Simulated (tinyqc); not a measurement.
# Global model of a low-pressure process discharge: electron temperature, density, ion flux and ion energy, step by step

A worked calculation. Computed by tinyqc, a small Python program that keeps every step. Command: `OMP_NUM_THREADS=1 python tinyqc.py 3114368 3114369 out.jsonl plasma walk`. One thread of a shared host (Intel(R) Xeon(R) Processor @ 2.30GHz), about 0.01 s of CPU time with the checks. Intermediate numbers are printed to about 6 digits and carried at full precision; extremes and crossings named in words are read from the listed rows.

Maxwellian electrons with temperature T_e in eV, one positive ion, no negative ions, uniform bulk density n; rate constants have the Arrhenius form.

Inputs (values chosen for the exercise, of the order of those of an inductive discharge in a simple atomic gas):

| quantity | value | unit |
|---|---|---|
| ion mass M | 35.5 | u |
| ionisation prefactor K0 | 3.1e-14 | m^3/s |
| ionisation energy E_iz | 16.6 | eV |
| excitation prefactor X0 | 2.8e-14 | m^3/s |
| excitation energy E_ex | 10.7 | eV |
| elastic rate constant K_el | 6.8e-14 | m^3/s |
| ion-neutral cross section | 1.1e-18 | m^2 |
| pressure p | 0.51 | Pa |
| gas temperature T_g | 300 | K |
| radius R | 24 | cm |
| height L | 18 | cm |
| absorbed power P | 260 | W |
| bias power P_b | 44 | W |
| radius of the biased electrode | 15 | cm |
| bias frequency | 2 | MHz |
| mixing | 0.2 | - |

Constants: k_B = 1.380649e-23 J/K; e = 1.602176634e-19 C; u = 1.6605390666e-27 kg; m_0 = 9.1093837015e-31 kg; eps_0 = 8.8541878128e-12 F/m.

## Geometry factors

n_g = p/(k_B T_g); lambda_i = 1/(n_g sigma); h_L = 0.86/sqrt(3 + L/(2 lambda_i)), h_R = 0.8/sqrt(4 + R/lambda_i); A_eff = 2 pi R^2 h_L + 2 pi R L h_R; d_eff = pi R^2 L/A_eff.

gas density n_g = 1.23130e+20 1/m^3

ion mean free path = 0.738315 cm

h_L = 0.220659

h_R = 0.132405

A_eff = 1157.98 cm^2

d_eff = 28.1283 cm

## A fixed-point cycle for T_e

Particle balance: K0 exp(-E_iz/T_e) n_g d_eff = u_B, u_B = sqrt(e T_e/M). Cycle: T_out = T sqrt(loss/creation) with loss/creation = u_B/(K0 exp(-E_iz/T) n_g d_eff); T -> T + mixing (T_out - T), kept between 0.3 and 60 eV, from 3 eV; stop at |T_out - T| < 1e-9 eV or after 60 steps.

Course:

| step | T (eV) | T_out (eV) | residual (eV) |
|---|---|---|---|
| 0 | 3.00000 | 2.46078 | -5.39222e-01 |
| 1 | 2.89216 | 2.60617 | -2.85990e-01 |
| 2 | 2.83496 | 2.69342 | -1.41535e-01 |
| 3 | 2.80665 | 2.73956 | -6.70916e-02 |
| 4 | 2.79323 | 2.76216 | -3.10728e-02 |
| 5 | 2.78702 | 2.77279 | -1.42265e-02 |
| 6 | 2.78417 | 2.77769 | -6.47822e-03 |
| ... | ... | ... | ... |
| 20 | 2.78180 | 2.78180 | -1.00473e-07 |
| 21 | 2.78180 | 2.78180 | -4.55408e-08 |
| 22 | 2.78180 | 2.78180 | -2.06420e-08 |
| 23 | 2.78180 | 2.78180 | -9.35628e-09 |
| 24 | 2.78180 | 2.78180 | -4.24086e-09 |
| 25 | 2.78180 | 2.78180 | -1.92223e-09 |
| 26 | 2.78180 | 2.78180 | -8.71278e-10 |

last residual = 8.71278e-10 eV

Converged in 27 steps.

## Electron temperature

Root found by bracketing.

T_e = 2.78180 eV

Bohm velocity u_B = 2749.66 m/s

K_iz = 7.93908e-17 m^3/s

## Energy per pair and density

E_c = E_iz + (X0 exp(-E_ex/T_e) E_ex + K_el (3 m_0/M) T_e)/K_iz; wall potential V_s = (T_e/2) ln(M/(2 pi m_0)); E_T = E_c + 2 T_e + T_e/2 + V_s; n = P/(e u_B A_eff E_T); ion current density J = e h_L n u_B; ionised share n/n_g.

collisional loss per pair E_c = 97.3017 eV

wall potential V_s = 12.8517 V

E_T = 117.108 eV

plasma density n = 4.35207e+10 1/cm^3

ion current density J = 0.423064 mA/cm^2

ionised share = 3.53452e-04

Collisions take 83 % of the power and the walls the rest. T_e came from the particle balance alone; the power sets only n.

## Biased electrode

All bias power goes to ions: V_b = P_b/(J pi r^2). Debye length at the sheath edge lambda_D = sqrt(eps_0 T_e/(e h_L n)); Child-law sheath s = (sqrt2/3) lambda_D (2 V/T_e)^(3/4), V = V_b + V_s; ion transit time tau_i = 3 s sqrt(M/(2 e V)); collisions in the sheath s/lambda_i.

bias voltage V_b = 147.134 V

lambda_D = 126.524 micrometre

sheath width s = 2.09487 mm

ion transit time = 213.111 ns

transit time over bias period = 0.426222

s/lambda_i = 0.283737

## Pressure series at fixed power

n_g = p/(k_B T_g), lambda_i = 1/(n_g sigma), K_iz = K0 exp(-E_iz/T_e), h_L = 0.86/sqrt(3 + L/(2 lambda_i)), h_R = 0.8/sqrt(4 + R/lambda_i), A_eff = 2 pi R^2 h_L + 2 pi R L h_R and d_eff = pi R^2 L/A_eff follow p. E_c = E_iz + (X0 exp(-E_ex/T_e) E_ex + K_el (3 m_0/M) T_e)/K_iz; E_T = E_c + (5/2) T_e + (T_e/2) ln(M/(2 pi m_0)); n = P/(e u_B A_eff E_T); J = e h_L n u_B. Pressures without a root below 2 E_iz are left out.

Against pressure:

| p (Pa) | T_e (eV) | E_c (eV) | E_T (eV) | n (1/cm^3) | J (mA/cm^2) |
|---|---|---|---|---|---|
| 0.1 | 4.71535 | 50.390 | 83.963 | 2.67960e+10 | 0.569313 |
| 0.2 | 3.65401 | 65.211 | 91.227 | 3.42839e+10 | 0.533703 |
| 0.5 | 2.79613 | 96.428 | 116.336 | 4.33401e+10 | 0.425755 |
| 1.0 | 2.36653 | 133.797 | 150.646 | 4.91654e+10 | 0.331246 |
| 2.0 | 2.04894 | 189.374 | 203.962 | 5.38547e+10 | 0.245678 |
| 5.0 | 1.73956 | 306.251 | 318.637 | 5.82527e+10 | 0.157680 |
| 10.0 | 1.56145 | 446.016 | 457.133 | 6.02923e+10 | 0.110009 |
| 20.0 | 1.41677 | 656.227 | 666.314 | 6.12502e+10 | 0.075508 |

T_e falls from 4.72 to 1.42 eV, n changes by a factor 2.3 and J by 0.13; in J = P h_L/(A_eff E_T), E_T changes by a factor 7.94.

Checks made by the program: cycle against bracketing (relative difference 1e-10).
